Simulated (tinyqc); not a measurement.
## Read current of a NAND string, cells in series solved by shooting: read current against the number of cells

Cells in series, numbered from 0 at the source line (0 V) to the bit line, each followed by a gap resistance Rg. A cell with gate Vg, threshold VT, source Vs and drain Vd passes I = 2 nf K Vt^2 [F(Vs) - F(Vd)]/(1 + th max(Vg - VT, 0)), F(V) = ln^2(1 + exp((Vg - VT - nf V)/(2 nf Vt))). The selected cell has Vg = Vr, the others Vg = Vp.

For a trial current I start at 0 V and, cell by cell, solve for the drain: sqrt(F(Vd)) = sqrt(F(Vs) - I/k), k = 2 nf K Vt^2/(1 + th max(Vg - VT, 0)), Vd = [Vg - VT - 2 nf Vt ln(exp(sqrt F) - 1)]/nf, then add I Rg. The string current is the I for which the last node reaches Vbl. The apparent threshold is the Vr at which I = Is. Background: all other cells erased (VT = Ve) or all in the highest state (VT = Vh); ratio and shift are high over erased and high minus erased. The selected cell is in the middle, cell n/2.

Inputs (values chosen for the exercise); values of the order met in vertical NAND strings:

| symbol | value | unit | meaning |
|---|---|---|---|
| T | 300 | K | temperature |
| K | 26 | uA/V^2 | gain factor of a cell |
| nf | 2.1 |  | slope factor |
| th | 0.18 | 1/V | mobility reduction factor |
| Rg | 11 | kohm | resistance of the gap between cells |
| Vbl | 0.3 | V | bit-line voltage |
| Vp | 6.4 | V | pass voltage |
| Ve | -2.2 | V | threshold of an erased cell |
| Vh | 4.3 | V | threshold of the highest state |
| Vx | 0.4 | V | threshold of the selected cell |
| Is | 10 | nA | sensing current |
| Vr | 0.88 | V | read voltage on the selected word line |

Constants: q = 1.602176634e-19 C, kB = 1.380649e-23 J/K, Vt = kB T/q. Results are converted to the units shown.

Read current against the number of cells:
```
n	I, others erased (uA)	I, others high (uA)	ratio	apparent VT, erased (V)	apparent VT, high (V)	background shift (mV)
8	0.6920	0.5371	0.7761	0.3147	0.3159	1.164
16	0.4827	0.3411	0.7068	0.3166	0.3189	2.331
32	0.3033	0.1965	0.6479	0.3203	0.3250	4.674
64	0.1745	0.1061	0.6081	0.3279	0.3373	9.395
96	0.1225	0.07261	0.5929	0.3354	0.3496	14.16
128	0.09434	0.05519	0.5850	0.3429	0.3619	18.98
192	0.06464	0.03729	0.5769	0.3580	0.3868	28.77
```

What does the table show?

With erased neighbours the current falls from 0.692 to 0.0646 uA, as n^(-0.52) between the first two rows and n^(-0.93) between the last two (-1 once the series resistance rules). The ratio falls from 0.776 to 0.577 and the background shift rises from 1.16 to 28.8 mV.

tinyqc, about 0.4 s, one thread, Intel Xeon 2.30GHz (shared host): `OMP_NUM_THREADS=1 python tinyqc.py 2142255 2142256 out.jsonl`
